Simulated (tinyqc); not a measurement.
Isotype n-N heterojunction, non-linear Poisson equation by Newton steps, Fermi-Dirac statistics: one step of the calculation.

One dimension, material 1 (n-type) at x < 0 and material 2 (n-type) at x > 0. Band edges: Ec = -psi in material 1 and -psi + dEc in material 2, Ev = Ec - Eg. Equilibrium, Fermi level at 0. n = Nc F((EFn - Ec)/Vt), p = Nv F((Ev - EFp)/Vt), with F(eta) = F_1/2(eta) = (2/sqrt(pi)) int_0^infinity sqrt(u) du/(1 + exp(u - eta)) (Fermi-Dirac statistics); full ionisation, no interface charge, classical densities; the doping types are chosen for the exercise. The polarisation charge of real nitride interfaces, of order 1e13 cm^-2, is left out.

Task. Newton step. Solve the tridiagonal system a_(i-1) d_(i-1) + b_i d_i + a_i d_(i+1) = -F_i for nodes 1 to 10, with d = 0 on fixed nodes. Half of the step is added while the largest |d| exceeds 1.5 Vt, the full step after that.

Parameters, values chosen for the exercise: temperature T = 350 K.

Constants: q = 1.602176634e-19 C, kB = 1.380649e-23 J/K, Vt = kB T/q. Results are converted to the units shown.

```
interval,coupling a_i (F/cm^2)
0,4.1424950e-7
1,5.5611577e-7
2,7.5881217e-7
3,1.0277583e-6
4,1.3831840e-6
5,1.8751248e-6
6,2.5967245e-6
7,1.6586500e-6
8,1.0414779e-6
9,6.4461170e-7
10,4.0326419e-7
```

```
node,diagonal b (F/cm^2),residual F (C/cm^2)
1,-6.6956640e-6,0
2,-5.5503098e-6,0
3,-4.9003294e-6,0
4,-4.7161284e-6,0
5,-4.9658540e-6,0
6,-5.7324195e-6,-9.5663454e-7
7,-5.7372573e-6,9.5663454e-7
8,-5.0661591e-6,~0
9,-5.4877503e-6,~0
10,-7.1497459e-6,~0
```

```
node,psi at the start (V)
0,-0.04995765
1,-0.04995765
2,-0.04995765
3,-0.04995765
4,-0.04995765
5,-0.04995765
6,-0.04995765
7,-0.41835812
8,-0.41835812
9,-0.41835812
10,-0.41835812
11,-0.41835812
```

Find: Newton step d, before damping; psi after iteration 1.

Result.

```
node,"Newton step d, before damping (V)"
1,-0.00004
2,-0.00049
3,-0.00355
4,-0.01656
5,-0.05383
6,-0.13035
7,0.11952
8,0.04074
9,0.00781
10,0.00070
```

```
node,psi after iteration 1 (V)
0,-0.04996
1,-0.04998
2,-0.05020
3,-0.05173
4,-0.05824
5,-0.07687
6,-0.11513
7,-0.35860
8,-0.39799
9,-0.41445
10,-0.41801
11,-0.41836
```

Numbers from tinyqc (`OMP_NUM_THREADS=1 python tinyqc.py 2040127 2040128 out.jsonl`; about 0.2 s on one thread of a shared Intel Xeon 2.30GHz).

~0 in a residual or rate marks an entry under 1e-11 of the largest of its column.
